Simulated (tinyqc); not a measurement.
Short-channel transistor, virtual-source model with series resistance: one step of the calculation.

The current per gate width is the charge at the top of the source barrier (the virtual source) times its velocity times a saturation function; al and be are fitting constants of the model. Units: I in uA/um, Rs in ohm um, so I Rs = 1e-6 I Rs in volts; Q in uC/cm^2, so I = 1e-4 Q vx0 Fsat with vx0 in cm/s.

Task. Current through the series resistance. Intrinsic voltages Vg' = Vgs - I Rs, Vd' = Vds - 2 I Rs. n = n0 + nd Vd', VT = VT0 - dl Vd', Ff = 1/(1 + exp((Vg' - VT + al Vt/2)/(al Vt))), Q = Cinv n Vt ln(1 + exp((Vg' - VT + al Vt Ff)/(n Vt))), Vdsat = (vx0 L/mu)(1 - Ff) + Vt Ff, Fsat = u/(1 + u^be)^(1/be) with u = Vd'/Vdsat, and I(out) = Q vx0 Fsat per width. (Fsat takes the sign of u.) I(new) = I + 0.3 (I(out) - I).

Parameters, values chosen for the exercise:
```
symbol   value        unit                                                         meaning
T          300           K                                                     temperature
Cinv      3.64     uF/cm^2                                           inversion capacitance
vx0     9.56e6        cm/s                                  velocity at the virtual source
mu         420  cm^2/(V s)                                               apparent mobility
L           12          nm                                                  channel length
VT0      0.297           V                                 threshold at zero drain voltage
dl       0.036         V/V                                  drain-induced barrier lowering
n0        1.22                                                         subthreshold factor
nd           0         1/V                                  growth of n with drain voltage
al         3.5              threshold shift (in units of Vt) from weak to strong inversion
be         1.8                                                     sharpness of saturation
Rs          90      ohm um                               series resistance of each contact
Vgs        1.2           V                                                    gate voltage
Vds        1.2           V                                                   drain voltage
```

Constants: q = 1.602176634e-19 C, kB = 1.380649e-23 J/K, Vt = kB T/q. Results are converted to the units shown.

I after iteration 2 = 1578.6648 uA/um

Give: Vg'; Vd'; VT; Ff; Q; Vdsat; Fsat; I(out); I after iteration 3.

Result.

Vg' = 1.058 V
Vd' = 0.9158 V
VT = 0.2640 V
Ff = 9.382e-5
Q = 2.890 uC/cm^2
Vdsat = 0.02731 V
Fsat = 0.9990
I(out) = 2760 uA/um
I after iteration 3 = 1933 uA/um

Computed by the program tinyqc: `OMP_NUM_THREADS=1 python tinyqc.py 2380005 2380006 out.jsonl`, one thread of a shared Intel Xeon 2.30GHz, about 0.01 s for the whole run.
